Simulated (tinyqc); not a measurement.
# Permittivity and interface capacitance from two thicknesses

Inverse problem. 1/C = t/(eps0 ek) + 2/ci for planar capacitors that differ only in thickness. Find ek, ci and the EOT of the interfaces, 2 x 3.9 eps0/ci.

Constants: eps0 = 8.8541878128e-14 F/cm where lengths are in cm. Results are converted to the units shown.

C at t = 16 and 47 nm (uF/cm^2): 1.4401792  0.49120696

Answer. 1/C is a straight line in t: the slope gives ek and the intercept 2/ci. A single thickness would give only the effective permittivity; when the interfaces are a small part of 1/C, ci needs very accurate data.

ek = 26.10
ci = 1000 uF/cm^2
EOT of the interfaces = 0.006906 nm

Numbers from tinyqc (`OMP_NUM_THREADS=1 python tinyqc.py 2102030 2102031 out.jsonl`; about 0.01 s on one thread of a shared Intel Xeon 2.30GHz).
